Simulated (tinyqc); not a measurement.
Chemical vapour deposition: Grove model, boundary layer, depletion and step coverage: one step, computed by the program tinyqc. Command: `OMP_NUM_THREADS=1 python tinyqc.py 3003125 3003126 out.jsonl cvd walk`. One thread of a shared host (Intel(R) Xeon(R) Processor @ 2.30GHz), about 0.01 s of CPU time with the checks.

A precursor diffuses to the surface and reacts there at first order; each molecule that reacts adds one formula unit of film.

Task: Growth rate at the inlet. Fluxes in series: C_s = C_g/(1 + k_s/h_g); growth rate G = k_s h_g/(k_s + h_g) C_g/N; 1 cm/s = 6e8 nm/min.

Inputs (values chosen for the exercise, close to those used for polysilicon from silane): temperature T = 740 C; film density N = 5e+22 formula units/cm^3; channel height b = 4.6 cm.

Reactor: horizontal, reduced pressure.

surface rate constant k_s = 16.66176 cm/s

mass-transfer coefficient h_g = 12.88467 cm/s

precursor density C_g = 1.715605e+15 1/cm^3

Give: ratio k_s/h_g; C_s/C_g; growth rate G at the inlet.

Result:

ratio k_s/h_g = 1.293

C_s/C_g = 0.4361

growth rate G at the inlet = 149.6 nm/min

Reaction and transport resist to a similar degree. Caution: the boundary layer is capped at b/2, so U, L and nu no longer affect h_g.
